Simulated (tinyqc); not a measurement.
# Trench capacitor in an array: capacitance, non-linearity, leakage and relaxation, step by step

Program tinyqc, `OMP_NUM_THREADS=1 python tinyqc.py 2102060 2102061 out.jsonl`; Intel Xeon 2.30GHz, shared host, one thread, about 0.01 s. Printed values are rounded.

A film between two metal electrodes, each interface adding a series capacitance ci. The small-signal permittivity is ek (1 + aq E^2); the field is found with the linear permittivity. Leakage J = J0 sinh(E/Ef). After a voltage step the film passes a relaxation current kr C V tt^(-nr), tt being the time in seconds. The sidewall is a coaxial capacitor with radii a = dm/2 - t and b = dm/2, depth AR dm; the end face is left out.

Inputs (values chosen for the exercise); permittivity of the order of that of tantalum oxide: relative permittivity of the film ek = 25.5; film thickness t = 5 nm; capacitance of each electrode interface (dead layer and screening) ci = 110 uF/cm^2; quadratic field coefficient of the permittivity aq = 0.0079 cm^2/MV^2; bias V = 1.8 V; leakage prefactor J0 = 2.9e-11 A/cm^2; field for an e-fold rise of the leakage Ef = 0.32 MV/cm; diameter of the hole dm = 40 nm; aspect ratio, depth over diameter AR = 30; pitch of the square array pt = 79 nm; resistivity of the inner electrode rho = 230 uohm cm.

Constants: eps0 = 8.8541878128e-14 F/cm where lengths are in cm. Results are converted to the units shown.

Range of the model: The field exceeds about 2.8 MV/cm, a sizeable part of the breakdown field expected for this permittivity.

## Planar capacitance, field and non-linearity

Planar film: Cf = eps0 ek/t, 1/C = 1/Cf + 2/ci, EOT = 3.9 eps0/C, effective permittivity C t/eps0, E = (V/t) C/Cf; quadratic coefficient [C(V)/C - 1]/V^2 with Cf (1 + aq E^2) in C(V).

Cf = 4.515636 uF/cm^2
C = 4.173020 uF/cm^2
EOT = 0.8274901 nm
effective permittivity = 23.56524
E = 3.326857 MV/cm
quadratic coefficient = 24774.81 ppm/V^2
J = 4.747655e-7 A/cm^2

The interfaces take 7.59 % of the voltage.

## Cell capacitance, fields and time constant

Per length 1/c = ln(b/a)/(2 pi eps0 ek) + (1/a + 1/b)/(2 pi ci); cell capacitance c AR dm; per footprint over pt^2; fields c V/(2 pi eps0 ek r) at r = a and b; resistance of the inner electrode rho AR dm/(pi a^2); time constant R C/3 of the distributed line.

a = 15 nm
b = 20 nm
cell capacitance = 5.462767 fF
capacitance per footprint = 87.53032 uF/cm^2
field at a = 3.850737 MV/cm
field at b = 2.888053 MV/cm
R = 3.904601 kohm
R C/3 = 7.109976 ps

The array gives 21.0 times the planar capacitance per footprint; curvature makes the field at the inner electrode 1.16 times the planar value.
